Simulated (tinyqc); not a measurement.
# Changing the voltage V

Model: leakage currents through a thin dielectric. Computed by tinyqc, a small Python program. Command: `OMP_NUM_THREADS=1 python tinyqc.py 3007206 3007207 out.jsonl leak sweep`. One thread of a shared host (Intel(R) Xeon(R) Processor @ 2.30GHz), about 0.3 s of CPU time with the checks.

Electrons leave an electrode with Fermi energy E_F above its band bottom; barriers are counted from the Fermi level, and both electrodes are alike. They cross the interlayer first.

Inputs (values chosen for the exercise, modelled on Al2O3):

| quantity | value | unit |
|---|---|---|
| barrier height phi_B | 2.76 | eV |
| tunnelling mass m | 0.31 | m_0 |
| static permittivity k | 9.44 | - |
| optical permittivity k_o | 3.16 | - |
| trap depth phi_t | 1.4 | eV |
| Poole-Frenkel prefactor sigma_0 | 2.5e-05 | S/cm |
| thickness t | 1.6 | nm |
| electrode Fermi energy E_F | 0.25 | eV |
| electrode mass m_e | 0.5 | m_0 |
| temperature T | 300 | K |
| interlayer thickness t_i | 0.42 | nm |
| interlayer barrier phi_i | 3.02 | eV |
| interlayer mass m_i | 0.4 | m_0 |
| interlayer permittivity k_i | 3.9 | - |

Stack: dielectric on an interlayer.

Constants: m_0 = 9.1093837015e-31 kg; e = 1.602176634e-19 C; hbar = 1.054571817e-34 J s; k_B = 8.617333262e-05 eV/K; k_B = 1.380649e-23 J/K; eps_0 = 8.8541878128e-12 F/m; h = 6.62607015e-34 J s.

Method:
- Fields: F_i = V/(t_i + t k_i/k), F = F_i k_i/k; equivalent oxide thickness 3.9 (t/k + t_i/k_i).
- WKB: a layer of mass m, field F and barrier b(x) = b_0 - e F x gives the exponent (4 sqrt(2 m)/(3 hbar e F)) [b_0^(3/2) - max(b_0 - e F t, 0)^(3/2)] for b_0 > 0; b_0 = barrier - (E - E_F), less e F_i t_i for the second layer; the transmission is D(E) = exp(-sum of exponents), without image force.
- Tsu-Esaki: J = (e m_e k_B T/(2 pi^2 hbar^3)) int D(E) ln[(1 + exp((E_F - E)/k_B T))/(1 + exp((E_F - eV - E)/k_B T))] dE over the normal energy E (its change with the mass at an interface is neglected) from max(0, E_F - 3 eV) to E_F + largest barrier, by 100 Gauss-Legendre points in each part, split at E_F - 0.3 eV (if inside the range) and E_F + 8 k_B T.
- The mean energy weights E - E_F by the integrand.
- Schottky emission J = A T^2 exp(-(phi_B - sqrt(e^3 F/(4 pi k_o eps_0)))/k_B T), A = 4 pi e m k_B^2/h^3 with the tunnelling mass; Poole-Frenkel J = sigma_0 F exp(-(phi_t - sqrt(e^3 F/(pi k_o eps_0)))/k_B T); both use the field F of the dielectric and ignore the interlayer.

One run for each value:

| voltage V (V) | tunnel current density (A/cm^2) | Poole-Frenkel current density (A/cm^2) | transmission D(E_F) |
|---|---|---|---|
| 0.065 | 0.1928 | 7.0607e-20 | 2.6207e-09 |
| 0.130 | 0.3574 | 4.2713e-18 | 3.0011e-09 |
| 0.190 | 0.4813 | 7.1064e-17 | 3.4047e-09 |
| 0.280 | 0.6214 | 2.1265e-15 | 4.1220e-09 |
| 0.400 | 0.8029 | 8.5315e-14 | 5.3387e-09 |
| 0.570 | 1.1552 | 6.3507e-12 | 7.7615e-09 |
| 0.820 | 2.0052 | 1.1795e-09 | 1.3703e-08 |
| 1.200 | 4.8433 | 7.9392e-07 | 3.4110e-08 |

Give the missing row, voltage V (V) = 0.093.

Computed row:
```
voltage V (V)  tunnel current density (A/cm^2)  Poole-Frenkel current density (A/cm^2)  transmission D(E_F)
0.093                                   0.2673                              5.0767e-19           2.7779e-09
```

Interpolating between the two neighbouring rows (the first column on a logarithmic scale, the others too where they are positive) misses most in Poole-Frenkel current density (A/cm^2), by 16 %. Over the rows, tunnel current density (A/cm^2) rises from 0.193 to 4.84 (exponent d ln y / d ln x 0.91 between the first rows and 2.3 between the last); Poole-Frenkel current density (A/cm^2) rises from 7.06e-20 to 7.94e-7 (exponent d ln y / d ln x 5.5 between the first rows and 17 between the last); transmission D(E_F) rises from 2.62e-9 to 3.41e-8 (exponent d ln y / d ln x 0.16 between the first rows and 2.4 between the last).

Caution (rows 0.0650, 0.0930, 0.130, 0.190): so small a Poole-Frenkel current cannot be measured, and its value is formal.
